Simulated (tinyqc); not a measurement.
Donor in an ellipsoidal valley (Kohn-Luttinger variational method). The trial energy against the axis ratio. Computed by tinyqc, a small Python program. Command: `OMP_NUM_THREADS=1 python tinyqc.py 3004664 3004665 out.jsonl kohnlutt sweep`. One thread of a shared host (Intel(R) Xeon(R) Processor @ 2.30GHz), about 0.06 s of CPU time with the checks.

H = -(d^2/dx^2 + d^2/dy^2) - gamma d^2/dz^2 - 2/r in units built on m_t, with gamma = m_t/m_l and z along the valley axis. One valley; no valley-orbit or central-cell term.

Inputs (values chosen for the exercise, for a model semiconductor): transverse mass m_t = 0.306 m_0; longitudinal mass m_l = 0.661 m_0; dielectric constant eps = 15.7.

Constants: Ry = 13.605693123 eV; a_0 = 0.529177210903 angstrom.

Method. Ry* = Ry m_t/eps^2, a* = a_0 eps/m_t, gamma = m_t/m_l. Trial function exp(-sqrt((x^2 + y^2)/a^2 + z^2/b^2)) with beta = b/a < 1: E = t/a^2 - u/a, t = (2 + gamma/beta^2)/3, u = 2 arcsin(sqrt(1 - beta^2))/sqrt(1 - beta^2); the best a is 2 t/u and E(beta) = -u^2/(4 t).

One run for each value:
```
trial ratio b/a  E(beta) (Ry*)  best a (a*)       t       u
0.15                   -0.2742       5.2385  7.5250  2.8730
0.25                   -0.5910       2.3034  3.1357  2.7227
0.36                   -0.8945       1.4410  1.8573  2.5779
0.46                   -1.0851       1.1342  1.3959  2.4615
0.56                   -1.1987       0.9832  1.1587  2.3571
0.67                   -1.2569       0.8966  1.0104  2.2539
0.77                   -1.2688       0.8547  0.9269  2.1690
0.88                   -1.2539       0.8310  0.8659  2.0840
0.98                   -1.2250       0.8218  0.8273  2.0134
```

What does the table show, and why?

Over the rows, E(beta) (Ry*) goes from -0.274 through a minimum among these rows, -1.27 at 0.770, to -1.22; best a (a*) falls from 5.24 to 0.822 (exponent d ln y / d ln x -1.6 between the first rows and -0.10 between the last); t falls from 7.52 to 0.827 (exponent d ln y / d ln x -1.7 between the first rows and -0.42 between the last). Flattening raises the kinetic term t through gamma/beta^2 and the attraction u through a smaller mean distance; the minimum balances the two.

Extremes, crossings and ranges named in words are read from the listed rows.
